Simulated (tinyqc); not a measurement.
Stark shift: graded (staircase) quantum well by finite differences.

Finite differences on points z_i at the centres of cells of width h: H_ii = (c/h^2)(1/m_(i-1/2) + 1/m_(i+1/2)) + V_i, H_(i,i+1) = -(c/h^2)/m_(i+1/2), where m_(i+1/2) is the mean of the masses at the two points (the end values are repeated outwards), psi = 0 on the points beyond both ends, c = hbar^2/2m0. The field adds e F (z - z0) with z0 the middle of the structure; 1 kV/cm = 1e-5 eV/angstrom.

Constants: hbar^2/2m0 = 3.80998211 eV angstrom^2.

Parameters, chosen for this exercise (out of a larger set: near those of a GaAs well in AlGaAs; not measured data):

| symbol | value | unit | meaning |
|---|---|---|---|
| layers | ((57, 0.186, 0.0861), (19, 0.083, 0.0747), (19, 0.021, 0.0678), (19, 0, 0.0655), (19, 0.021, 0.0678), (19, 0.083, 0.0747), (57, 0.186, 0.0861)) |  | each layer: thickness in angstrom, band edge in eV, mass in m0 |
| hf | 1.1875 | angstrom | cell width of the fine grid |
| Fs | (0, 8.33, 16.7, 25, 33.3, 41.7, 50) | kV/cm | fields |

Fine grid. Perturbation theory: dE1 = e F z_11 - beta (e F)^2 with beta = sum_j z_1j^2/(E_j - E_1) over the 13 next levels at zero field, z from z0.

Levels against field:

| F (kV/cm) | E1 (eV) | E2 (eV) | dE1 (meV) | second order (meV) | <z - z0> (angstrom) | E2 - E1 (meV) |
|---|---|---|---|---|---|---|
| 0 | 0.0557 | 0.1619 | 0.00 | 0.00 | 0.0 | 106.2 |
| 8.33 | 0.0557 | 0.1618 | -0.03 | -0.03 | -0.8 | 106.1 |
| 16.7 | 0.0556 | 0.1616 | -0.14 | -0.14 | -1.6 | 106.0 |
| 25.0 | 0.0554 | 0.1612 | -0.30 | -0.30 | -2.4 | 105.8 |
| 33.3 | 0.0552 | 0.1607 | -0.54 | -0.54 | -3.2 | 105.5 |
| 41.7 | 0.0548 | 0.1600 | -0.85 | -0.85 | -4.1 | 105.1 |
| 50.0 | 0.0545 | 0.1592 | -1.22 | -1.22 | -4.9 | 104.7 |

z_11 = 0.00 angstrom
beta = 4862 angstrom^2/eV

How do the results move, and what explains it?

At zero field the state is centred, so the shift starts as F^2; it turns linear only if the state is pulled to one side. At 50 kV/cm E1 has moved by -1.22 meV, where second order gives -1.22 meV; they differ by 0.3 % there. The electron moves by -4.9 angstrom, against the rise of the potential. From 25 kV/cm on E2 lies above the lowest point of the outer barrier, so it is a resonance or a state of the finite grid, held or pushed up by its ends. E2 - E1 shrinks with the field; the ends are 106.2 and 104.7 meV.

Computed by tinyqc, a small Python program: `OMP_NUM_THREADS=1 python tinyqc.py 1252599 1252600 out.jsonl` (the numbers bound the seed that draws the inputs); one thread of a shared host (Intel(R) Xeon(R) Processor @ 2.30GHz), about 0.01 s for the whole set of steps.
